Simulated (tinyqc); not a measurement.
Trap-assisted generation and recombination current of an abrupt junction: one step, computed by the program tinyqc.

Depletion approximation, flat quasi-Fermi levels across the depleted layer, long neutral regions with minority lifetimes tau_n and tau_p, full ionisation and Boltzmann statistics. Voltages in exponents stand for e V.

Question. Depleted layer under reverse bias. W = sqrt(2 eps eps_0 (V_bi - V)(1/N_A + 1/N_D)/e), x_p = W N_D/(N_A + N_D), x_n = W - x_p, peak field F_m = 2 (V_bi - V)/W; reverse bias means V = -V_r.

Inputs (values chosen for the exercise, with bands and screening modelled on CdTe): electron mass m_e = 0.0945 m_0; valleys M_c = 1; dielectric constant eps = 10.3; acceptor density N_A = 6.6e+16 cm^-3; donor density N_D = 1.6e+18 cm^-3; reverse bias V_r = 3.2 V; temperature T = 350 K.

Field enhancement: none.

V_bi = 1.362799 V

Constants: eps_0 = 8.8541878128e-12 F/m; e = 1.602176634e-19 C.

Give: W; x_p; x_n; peak field F_m.

Answer.

W = 286.3 nm

x_p = 274.9 nm

x_n = 11.34 nm

peak field F_m = 3.188e+05 V/cm

Caution: one side is doped near or above its effective density of states, so Boltzmann statistics understate V_bi.
